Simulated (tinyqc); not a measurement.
# Long-channel MOSFET, surface-potential model, step by step

Numbers from tinyqc (`OMP_NUM_THREADS=1 python tinyqc.py 2360145 2360146 out.jsonl`; about 0.07 s on one thread of a shared Intel Xeon 2.30GHz). Printed values are rounded.

n-channel transistor on a uniformly doped p-type body, gradual-channel approximation, constant mobility, Boltzmann statistics, full ionisation. Potentials are counted from the neutral body; V is the electron quasi-Fermi potential, Vsb at the source and Vsb + Vds at the drain. Charges are magnitudes per area.

Values chosen for this exercise; material values close to those of silicon: temperature T = 300 K; band gap Eg = 1.12 eV; relative permittivity of the semiconductor eps_r = 11.5; conduction-band density of states at T Nc = 2.85e19 cm^-3; valence-band density of states at T Nv = 2.64e19 cm^-3; acceptor density of the body Na = 7.1e17 cm^-3; relative permittivity of the gate insulator eox = 25.9; insulator thickness tox = 10 nm; flat-band voltage Vfb = -0.72 V; channel mobility mu = 350 cm^2/(V s); gate width W = 2 um; gate length L = 0.5 um; source-body reverse bias Vsb = 2 V; gate-source voltage Vgs = 0.55 V; drain-source voltage Vds = 0.1 V.

Constants: q = 1.602176634e-19 C, kB = 1.380649e-23 J/K, Vt = kB T/q, eps0 = 8.8541878128e-14 F/cm where lengths are in cm. Results are converted to the units shown.

## Body potential, insulator capacitance and body factor

ni = sqrt(Nc Nv) exp(-Eg/(2 Vt)), Eg in volts; phiF = Vt ln(Na/ni); Cox = eps0 eox/tox; gamma = sqrt(2 q eps0 eps_r Na)/Cox. VT = Vfb + 2 phiF + gamma sqrt(2 phiF + Vsb), m = 1 + gamma/(2 sqrt(2 phiF + Vsb)).

ni = 1.073096e10 cm^-3
phiF = 0.4655336 V
Cox = 2.293235 uF/cm^2
gamma = 0.2098815 V^0.5
VT = 0.5703918 V
m = 1.061296

## Iteration 1: surface potential at the source by Newton steps

psi at the start (the smaller of 2 phiF + Vsb + 4 Vt and the root without inversion charge) = 2.913360 V

With V = Vsb: G = psi - Vt + Vt e, e = exp((psi - 2 phiF - Vsb)/Vt); f = Vgs + Vsb - Vfb - psi - gamma sqrt(G); f' = -1 - gamma (1 + e)/(2 sqrt(G)); psi(new) = psi - f/f'.

G = 2.900540 V
f = -8.086207e-4 V
f' = -1.092680
psi after iteration 1 = 2.912620 V

## Iteration 2: surface potential at the source by Newton steps

As before.

G = 2.899433 V
f = -3.193799e-7 V
f' = -1.091821
psi after iteration 2 = 2.912620 V

## Course of the iteration: surface potential at the source by Newton steps

Stop when psi changes by less than 1e-10 V, or after 40 iterations.

Course of the iteration:
```
iteration   psi (V)  |change| (V)
1          2.912620       7.40e-4
2          2.912620       2.93e-7
3          2.912620      4.49e-14
```

Converged in 3 iterations. The change falls from 7.4e-4 in the first iteration to below the tolerance in the last.

## Charges and current of the charge-sheet model

psi_0 = 2.912620 V
psi_L = 2.913340 V

psi_0 and psi_L solve Vgs + Vsb - Vfb - psi = gamma sqrt(G) at V = Vsb and Vsb + Vds. Qi = Cox gamma [sqrt(G) - sqrt(psi - Vt)], G = psi - Vt + Vt exp((psi - 2 phiF - V)/Vt), at both ends. With U = Vgs + Vsb - Vfb: drift = mu (W/L) Cox [U (psi_L - psi_0) - (psi_L^2 - psi_0^2)/2 - (2/3) gamma ((psi_L - Vt)^1.5 - (psi_0 - Vt)^1.5)]; diffusion = mu (W/L) Vt (Qi0 - QiL).

Qi0 = 1.791848 nC/cm^2
QiL = 0.03853748 nC/cm^2
drift current = 9.226226e-4 uA
diffusion current = 0.06345723 uA
drain current = 0.06437986 uA

Drift carries 1.43 % of the current.

## Inversion charge along the channel

V, point 0 to 8 (V): 2  2.012500  2.025  2.037500  2.05  2.062500  2.075  2.087500  2.1

The surface potential psi at channel potential V solves Vgs + Vsb - Vfb - psi = gamma sqrt(G), G = psi - Vt + Vt exp((psi - 2 phiF - V)/Vt). Charge sheet: Qi = Cox gamma [sqrt(G) - sqrt(psi - Vt)]. Pao-Sah: Qi = (Cox gamma/2) integral from 3 Vt to psi of exp((u - 2 phiF - V)/Vt)/sqrt(G(u, V)) du.

```
point   psi (V)  Qi, charge sheet (nC/cm^2)  Qi, Pao-Sah (nC/cm^2)
0      2.912620                    1.791848               1.799978
1      2.912897                    1.117181               1.122250
2      2.913071                   0.6936718              0.6968194
3      2.913179                   0.4295832              0.4315326
4      2.913247                   0.2655990              0.2668042
5      2.913288                   0.1640439              0.1647883
6      2.913314                   0.1012552              0.1017147
7      2.913330                  0.06247457             0.06275808
8      2.913340                  0.03853748             0.03871236
```

At the source the charge-sheet charge is 0.45 % below the Pao-Sah one.

## Pao-Sah current by Simpson's rule

I = mu (W/L) integral of Qi dV; Simpson's rule on the 9 points, step Vds/8, weights 1, 4, 2, ..., 4, 1 times step/3.

Pao-Sah current = 0.06471898 uA

Gauss-Legendre quadrature on many points gives 0.06470 uA, so this value is 0.024 % above it; the charge-sheet current, 0.06438 uA, is 0.50 % below it.
